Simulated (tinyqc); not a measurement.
Inside a calculation. Method: inverse iteration on a symmetric matrix. One step of it, computed by the program tinyqc.

Question. Step 2. solve (A - shift) w = v; v' = w/|w| with its largest component positive (the first on a tie); lambda = v'^T A v'.

A:
```
           1          2         3         4
1   0.176000  -0.178000  0.292000  1.082000
2  -0.178000   0.601000  0.322000  0.069000
3   0.292000   0.322000  1.129000  0.028000
4   1.082000   0.069000  0.028000  1.315000
```

vector after step 1: -0.155520  0.928647  -0.145009  0.303976

shift = 0.430000

Give: vector after step 2; Rayleigh quotient after step 2.

Answer.

vector after step 2: -0.179  0.894  -0.363  0.191

Rayleigh quotient after step 2 = 0.515
